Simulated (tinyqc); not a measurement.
Permeation of metal atoms or ions through a thin barrier or dielectric: time lag, field-aided drift and lifetime: one step, computed by the program tinyqc.

The film 0 < x < d is empty at first; C = C0 at x = 0 and C = 0 at x = d. dC/dt = D d2C/dx2 - v dC/dx with drift v = D z e V/(k_B T d) (uniform field, no space charge).

Task: Time to the critical dose. Steady flux J = (D C0/d) P/(1 - exp(-P)); time lag in units of d^2/D: s_L = [P (1 + exp(-P))/(1 - exp(-P)) - 2]/P^2 (P = 0: J = D C0/d, s_L = 1/6). Dose through the film Q(s) = C0 d {f (s - s_L) - 2 exp(P/2) sum_(n=1..200) (-1)^n n^2 pi^2 exp(-l_n s)/l_n^2}, l_n = n^2 pi^2 + P^2/4, f = P/(1 - exp(-P)) the relative flux. Temperatures in kelvin are T(C) + 273.15. Solve Q = Q_c for s. At the use temperature D and P take T_u, with the same C0 and V; 1 year = 3.15576e7 s.

Inputs (values chosen for the exercise, for a model case: doubly charged vacancies through an oxide):

| quantity | value | unit |
|---|---|---|
| thickness d | 22 | nm |
| prefactor D0 | 160 | cm^2/s |
| activation energy E | 1.4 | eV |
| concentration at the source side C0 | 4e+14 | 1/cm^3 |
| charge number z | 2 | - |
| voltage V (positive drives ions across) | 0.036 | V |
| critical dose Q_c | 3e+09 | 1/cm^2 |
| test temperature T | 125 | C |
| use temperature T_u | 70 | C |

Peclet number P = 2.098519

time scale d^2/D = 15918.77 s

Constants: k_B = 8.617333262e-05 eV/K.

Give: s at the critical dose; failure time at T; failure time at T_u.

Result:

s at the critical dose = 1.581

failure time at T = 25166 s

failure time at T_u = 0.4993 years

Caution: a prefactor D0 above about 10 cm^2/s is far larger than atomic jumps allow; it only sets the time scale of the exercise. Caution: grain boundaries, pinholes, trapping and space charge are left out; thin real barriers usually fail at defects.
